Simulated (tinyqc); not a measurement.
From results back to parameters: gated graphene: carriers, quantum capacitance and optical conductivity.

Problem. At low temperature the interband edge lies at 2|mu|, n = mu^2/(pi hv^2), and V = mu/e + e n/Cox with Cox/e^2 = k/(4 pi e2 t), e2 = e^2/(4 pi eps0), t in angstrom. The edge and the voltage are given; hv is hidden.

Constants: e^2/(4 pi eps0) = 14.39964547 eV angstrom.

Inputs chosen for the exercise (out of a larger set: Fermi velocity near that of graphene, gate dielectric near hBN; not measured data): k = 3.48 (dielectric constant of the gate layer); t = 30 nm (its thickness).

edge = 0.3180 eV
V = 2.66327 V

Find: n; hv; vF (hbar = 6.58211957e-16 eV s).
Solution. mu is half the edge; n = Cox (V - mu/e)/e; hv = mu/sqrt(pi n).

n = 1.61e+12 1/cm^2
hv = 7.08 eV angstrom
vF (hbar = 6.58211957e-16 eV s) = 1.08e+06 m/s

(tinyqc, `OMP_NUM_THREADS=1 python tinyqc.py 1651363 1651364 out.jsonl`, Intel(R) Xeon(R) Processor @ 2.30GHz, 1 thread, shared host, about 0.01 s.)
